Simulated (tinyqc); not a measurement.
Square-lattice Ising model by mean field, Bethe lattice, transfer matrix, exact enumeration and Monte Carlo steps: one step, computed by the program tinyqc. Command: `OMP_NUM_THREADS=1 python tinyqc.py 3013122 3013123 out.jsonl ising walk`. One thread of a shared host (Intel(R) Xeon(R) Processor @ 2.30GHz), about 0.07 s of CPU time with the checks.

H = -J sum over nearest pairs s_i s_j, s = +-1, no field, periodic boundaries; energies per site are in J. As a lattice gas or an alloy, s marks which species holds the site.

Question. Free energy and correlation length of the strip. With the eigenvalues l1 > l2: -f/(k_B T) = ln(l1)/w per site; xi = 1/ln(l1/l2) rows.

Inputs (values chosen for the exercise, for a model lattice): temperature T = 263 K; strip width w = 3.

T, lower triangle (symmetric):
```
          +++       ++-       +-+       +--       -++       -+-       --+       ---
+++  4.594744
++-  1.662470  1.662470
+-+  1.662470  0.601515  1.662470
+--  1.000000  1.000000  1.000000  1.662470
-++  1.662470  0.601515  0.601515  0.361820  1.662470
-+-  1.000000  1.000000  0.361820  0.601515  1.000000  1.662470
--+  1.000000  0.361820  1.000000  0.601515  1.000000  0.601515  1.662470
---  1.000000  1.000000  1.000000  1.662470  1.000000  1.662470  1.662470  4.594744
```

Give: three largest eigenvalues; -f/(k_B T); correlation length xi.

Answer.

three largest eigenvalues: 10.03  3.97  1.70

-f/(k_B T) = 0.7684

correlation length xi = 1.081
